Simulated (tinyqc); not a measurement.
Gated graphene: carriers, quantum capacitance and optical conductivity: one step. Chemical potential at the gate voltage.

Cones E = +/- hv |k|, four flavours, D(E) = 2|E|/(pi hv^2). n = (2/pi)(kT/hv)^2 F_1(mu/kT), p = (2/pi)(kT/hv)^2 F_1(-mu/kT), in 1/angstrom^2 (1e16 for 1/cm^2); F_1(eta) = integral_0^infinity x dx/(1 + exp(x - eta)). Cq/e^2 = d(n - p)/d mu = (2 kT/(pi hv^2)) ln(2 + 2 cosh(mu/kT)).

Gate: V = mu/e + e (n - p)/Cox with Cox/e^2 = k/(4 pi e2 t), t in angstrom, e2 = e^2/(4 pi eps0); 1/(eV angstrom^2) in C/e^2 equals 1602.176634 microfarad/cm^2; total 1/C = 1/Cox + 1/Cq.

Constants: kB = 8.617333262e-05 eV/K; e^2/(4 pi eps0) = 14.39964547 eV angstrom.

Values chosen for the exercise (Fermi velocity near that of graphene, gate dielectric near SiO2; the results hold for these values, not for the real material): hv = 6.92 eV angstrom (hbar vF); T = 150 K; k = 4.08 (dielectric constant of the gate layer); t = 30 nm (its thickness); V = -6.58 V (gate voltage from the neutrality point).

Task: Solve the gate equation for mu.

Give: Cox; mu; n; p.

Result:

Cox = 0.1204 microfarad/cm^2
mu = -0.2662 eV
n = 25.4 1/cm^2
p = 4.75e+12 1/cm^2

mu takes 4.0 % of the gate voltage; the zero-temperature rule |mu| = hv sqrt(pi |n - p|) gives 0.2672 eV.

(tinyqc, `OMP_NUM_THREADS=1 python tinyqc.py 1680864 1680865 out.jsonl`, Intel(R) Xeon(R) Processor @ 2.30GHz, 1 thread, shared host, about 0.01 s.)
